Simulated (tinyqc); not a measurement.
What each parameter does: inversion layer as a triangular well, valleys of the Ge type.

Four ellipsoidal valleys (eight halves) with their long axes along <111>, mass ml along the axis and mt across it. For a valley whose axis makes the angle theta with the surface normal, 1/m_z = cos^2(theta)/ml + sin^2(theta)/mt sets the confinement; in the plane the masses are m_1 = mt and m_2 = ml mt/m_z, and m_d = sqrt(m_1 m_2). The Gamma and Delta valleys are left out; the heavy Delta valleys, about 0.18 eV up, can lie lowest under strong confinement.

The field is taken as constant, e F = 4 pi (e^2/4 pi eps0)(Nd + eta Ns)/eps, with 1e12/cm^2 = 1e-4/angstrom^2, and the oxide as a hard wall at z = 0; c = hbar^2/2m0.

Level j of a valley lies at E_j = a_j (c (e F)^2/m_z)^(1/3) above the band edge at the surface, with the Airy zeros a_j = 2.338107, 4.087949, 5.520560, 6.786708, 7.944134, 9.022651, 10.040174, 11.008524, 11.936016, 12.828777, and has <z> = 2 E_j/(3 e F).

Subband i holds n_i = g m_d/(2 pi c) kB T ln(1 + exp((EF - E_i)/kB T)) (spin included), and EF is fixed by sum n_i = Ns over the levels listed or, where none are listed, over j = 0 to 9 of each group; 1e12/cm^2 = 1e-4/angstrom^2.

Constants: hbar^2/2m0 = 3.80998211 eV angstrom^2; e^2/(4 pi eps0) = 14.39964547 eV angstrom; kB = 8.617333262e-05 eV/K.

Values chosen for the exercise (near those of Ge; shifted at random, so the results belong to these values and not to a real crystal):
- ml = 1.579 m0 (longitudinal mass)
- mt = 0.082 m0 (transverse mass)
- eps = 15.7 (dielectric constant)
- Nd = 0.44 x 1e12/cm^2 (depletion charge)
- eta = 0.5 (share of Ns in the effective field)
- face = 100 (surface)
- Ns = 8.1 x 1e12/cm^2 (electron sheet density)
- T = 300 K (temperature)

Field, ladders and EF anew.

One parameter was then changed.

Results before and after:
```
case     lowest E (eV)  EF (eV)  share of lowest (%)  <z> (angstrom)
base            0.2216   0.2181                 99.8           28.59
changed         0.2216   0.2230                 99.9           28.56
```

Which of these changes was made? (a) Nd = 0.22 x 1e12/cm^2; (b) T = 260 K; (c) mt = 0.09 m0; (d) eps = 14.1; (e) ml = 1.737 m0; (f) Ns = 16.2 x 1e12/cm^2.

Answer: (b) T = 260 K. Of the candidates, run in turn, only this one gives the changed row.

All candidates:
```
case                   lowest E (eV)  EF (eV)  share of lowest (%)  <z> (angstrom)
base                          0.2216   0.2181                 99.8           28.59
Ns = 16.2 x 1e12/cm^2         0.3401   0.3641                100.0           23.04
Nd = 0.22 x 1e12/cm^2         0.2143   0.2108                 99.7           29.09
T = 260 K                     0.2216   0.2230                 99.9           28.56
ml = 1.737 m0                 0.2214   0.2163                 99.8           28.57
mt = 0.09 m0                  0.2150   0.2099                 99.7           27.75
eps = 14.1                    0.2380   0.2346                 99.9           27.57
```

Program tinyqc; command `OMP_NUM_THREADS=1 python tinyqc.py 1282635 1282636 out.jsonl`; about 0.03 s on one thread of a shared Intel(R) Xeon(R) Processor @ 2.30GHz.
